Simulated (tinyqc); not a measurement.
Beam energy: resolution against speed: sputter depth profiling of a dopant layer: erosion rate, quantification and the mixing-roughness response. Computed by tinyqc, a small Python program. Command: `OMP_NUM_THREADS=1 python tinyqc.py 3004792 3004793 out.jsonl sims walk`. One thread of a shared host (Intel(R) Xeon(R) Processor @ 2.30GHz), about 0.08 s of CPU time with the checks.

A rastered ion beam erodes silicon (49.94 atoms per nm^3). The measured profile is the true one convolved with a depth response.

Inputs (values chosen for the exercise, modelled on a dopant in silicon under an oxygen or caesium beam): beam energy E = 1.7 keV; beam current = 150 nA; raster side = 200 um; sputter yield at 1 keV = 0.97; mixing length at 1 keV = 2 nm; roughness sigma = 1.2 nm; depth of the top edge z0 = 50 nm; box width b = 4.2 nm; box concentration C = 2.1e+20 1/cm^3; relative sensitivity factor RSF = 4.3e+21 1/cm^3; matrix count rate = 420000 1/s; background count rate = 0.7 1/s; counting time per point = 2 s; level that defines the junction C_B = 9e+17 1/cm^3.

True profile: box.

Constants: e = 1.602176634e-19 C.

Method:
- Scaling chosen for the exercise: yield Y = Y1 E^0.5, mixing length w = w1 E^0.5 (E in keV).
- Erosion rate = Y I/(e x raster^2 x density); depth step = rate x counting time; concentration = RSF x counts/matrix counts; detection limit = RSF x 3 sqrt(background x time)/(matrix rate x time).
- Mixing alone turns a layer at z0 into (1/w) exp(-(z - z0 + w)/w) for z > z0 - w; roughness adds a Gaussian of width sigma. With x = z - z0 + w: g(x) = (1/(2w)) exp(sigma^2/(2 w^2) - x/w) erfc((sigma/w - x/sigma)/sqrt2), and its integral G(x) = (1/2) erfc(-x/(sigma sqrt2)) - w g(x). Measured: C [G(x) - G(x - b)].
- Width = full width at half maximum; the apparent junction is the deep point where the profile falls to C_B; time to profile to twice z0 = 2 z0/erosion rate, at fixed current.

erosion rate = 0.592746 nm/s

Measured values:
```
E (keV)  w (nm)  peak (1/cm^3)  width (nm)  apparent junction (nm)  time (min)
0.15     0.7746     1.8173e+20      4.6502                  58.574      9.4658
0.25     1.0000     1.7590e+20      4.7621                  59.357      7.3322
0.50     1.4142     1.6476e+20      4.9901                  60.931      5.1847
1.00     2.0000     1.4985e+20      5.3387                  63.204      3.6661
2.00     2.8284     1.3186e+20      5.8618                  66.322      2.5923
4.00     4.0000     1.1216e+20      6.6437                  70.467      1.8331
8.00     5.6569     9.2334e+19      7.7979                  75.859      1.2962
```

From the highest to the lowest energy the width goes from 7.80 to 4.65 nm, towards the floor set by roughness and the box width 4.2 nm, and the junction error from 21.7 to 4.37 nm, at 7.3 times the time. Extrapolating the tail slope to zero energy separates mixing from real diffusion. Caution: the surface transient, segregation under the beam and the growth of roughness with depth are left out, and real yields fall faster near the sputter threshold.

Extremes, crossings and ranges named in words are read from the listed rows.
